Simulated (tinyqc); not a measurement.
Band bending at a free surface with a continuum of surface states, surface photovoltage and Kelvin probe: one step of the calculation.

n-type bulk, xi = Ec - EF = Vt ln(Nc/Nd), p0 = ni^2/Nd, ni = sqrt(Nc Nv) exp(-Eg/(2 Vt)), Eg in volts. b is the upward band bending, u = b/Vt. Space charge per area, in units of q: Qc = sign(b) sqrt((2 eps0 eps_r Vt/q) [(Nd + dn)(exp(-u) - 1) + Nd u + (p0 + dn)(exp(u) - 1)]), with dn the excess density under light (flat quasi-Fermi levels; 0 in the dark). The states hold -Ds (E0 - xi - b): negative while the Fermi level lies above the neutrality level. Neutrality: Qc + Qf + (charge of the states) = 0.

Question. Bulk quantities. xi, ni, p0, the Debye length sqrt(eps0 eps_r Vt/(q Nd)) and the flat-band work function chi + xi.

Parameters, values chosen for the exercise; band and dielectric values close to those of silicon:
- T = 300 K (temperature)
- Eg = 1.11 eV (band gap)
- eps_r = 11.7 (relative permittivity)
- Nc = 2.76e19 cm^-3 (conduction-band density of states at T)
- Nv = 2.65e19 cm^-3 (valence-band density of states at T)
- chi = 4.12 eV (electron affinity)
- Nd = 9.4e17 cm^-3 (donor density)

Constants: q = 1.602176634e-19 C, kB = 1.380649e-23 J/K, Vt = kB T/q, eps0 = 8.8541878128e-14 F/cm where lengths are in cm. Results are converted to the units shown.

Give: xi; ni; p0; Debye length; chi + xi.

Answer.

xi = 0.087372 eV
ni = 1.2838e10 cm^-3
p0 = 175.33 cm^-3
Debye length = 4.2169 nm
chi + xi = 4.2074 eV

tinyqc, about 0.01 s, one thread, Intel Xeon 2.30GHz (shared host): `OMP_NUM_THREADS=1 python tinyqc.py 2430054 2430055 out.jsonl`
